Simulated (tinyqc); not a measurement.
Single-domain magnet: Stoner-Wohlfarth switching, Neel-Arrhenius retention, LLG dynamics and spin torque: one step, computed by the program tinyqc. Command: `OMP_NUM_THREADS=1 python tinyqc.py 3015155 3015156 out.jsonl macro walk`. One thread of a shared host (Intel(R) Xeon(R) Processor @ 2.30GHz), about 0.01 s of CPU time with the checks.

The moment is uniform, with unit vector m; z is the easy axis. mu_0 = 1.25663706212e-6 T m/A, gamma = 1.76085963023e11 rad/(s T).

Question. Spin-transfer switching. For axial symmetry and a polariser along z: I_c0 = (4 e alpha/(hbar eta)) K_eff V; relaxation time tau_D = (1 + alpha^2)/(alpha gamma mu_0 H_K); thermal start angle theta_0 = 1/sqrt(2 Delta); switching time about tau_D ln(pi/(2 theta_0))/(I/I_c0 - 1); precession frequency gamma mu_0 H_K/(2 pi (1 + alpha^2)).

Inputs (values chosen for the exercise, for a model magnet):
```
quantity                    value  unit
temperature T                 300     K
damping alpha               0.019     -
spin-torque efficiency eta   0.37     -
drive I/I_c0                  4.1     -
```

Shape: thin disc, easy axis normal to it.

K_eff = 335.3626 kJ/m^3

volume V = 2945.243 nm^3

stability factor Delta = 238.4687

anisotropy field mu_0 H_K = 0.7322328 T

Constants: e = 1.602176634e-19 C; hbar = 1.054571817e-34 J s.

Give: critical current I_c0; Delta/I_c0; tau_D; switching time, estimate; precession frequency.

Answer.

critical current I_c0 = 308.23 microampere

Delta/I_c0 = 0.77366 1/microampere

tau_D = 0.40835 ns

switching time, estimate = 0.46568 ns

precession frequency = 20.513 GHz

Caution: a flat cylinder has a smaller N_z than the spheroid of the same t/d, so K_eff of a real disc is larger. Caution: a domain wall can cross the element at lower cost, so the single-domain barrier is an upper bound.
